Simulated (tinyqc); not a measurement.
Coupled-perturbed Hartree-Fock on RHF in the 3-21g basis, for HeH+, spin multiplicity 1, step by step. One step of it, computed by the program tinyqc.

Question. Iteration 6 (converged): orbitals. Diagonalise F' = X^T F X, C = X C', fill 1 alpha and 1 beta electrons from the bottom; D = 2 C_occ C_occ^T. Each column has its largest component positive (the first on a tie).

converged F (hartree), order 1He 1s, 1He 2s, 2H 1s, 2H 2s:
$$\begin{pmatrix}
-0.722603 & -1.494330 & -0.719104 & -0.856206 \\
-1.494330 & -1.108270 & -0.743719 & -0.814626 \\
-0.719104 & -0.743719 & -0.369403 & -0.722859 \\
-0.856206 & -0.814626 & -0.722859 & -0.694921
\end{pmatrix}$$

X, order 1He 1s, 1He 2s, 2H 1s, 2H 2s:
$$\begin{pmatrix}
1.196761 & -0.448295 & -0.001224 & 0.068012 \\
-0.448295 & 1.509943 & -0.094734 & -0.494192 \\
-0.001224 & -0.094734 & 1.239137 & -0.415497 \\
0.068012 & -0.494192 & -0.415497 & 1.462423
\end{pmatrix}$$

Give: F' = X^T F X; orbital energies; coefficients C; D after iteration 6.

Answer.

F' = X^T F X (hartree):
$$\begin{pmatrix}
0.2542 & -1.5159 & -0.2925 & -0.1449 \\
-1.5159 & 0.0984 & -0.2736 & -0.3013 \\
-0.2925 & -0.2736 & 0.1587 & -0.5289 \\
-0.1449 & -0.3013 & -0.5289 & -0.1027
\end{pmatrix}$$

orbital energies (hartree): MO1 -1.5806, MO2 -0.2884, MO3 0.5754, MO4 1.7022

coefficients C, order 1He 1s, 1He 2s, 2H 1s, 2H 2s:
$$\begin{pmatrix}
0.4632 & -0.1978 & 0.0068 & -1.1765 \\
0.5431 & -0.7046 & 0.0603 & 1.3925 \\
0.1825 & 0.3472 & 1.2502 & 0.0112 \\
0.0334 & 1.0031 & -1.1394 & -0.5046
\end{pmatrix}$$

D after iteration 6, order 1He 1s, 1He 2s, 2H 1s, 2H 2s:
$$\begin{pmatrix}
0.4292 & 0.5031 & 0.1691 & 0.0309 \\
0.5031 & 0.5899 & 0.1982 & 0.0362 \\
0.1691 & 0.1982 & 0.0666 & 0.0122 \\
0.0309 & 0.0362 & 0.0122 & 0.0022
\end{pmatrix}$$
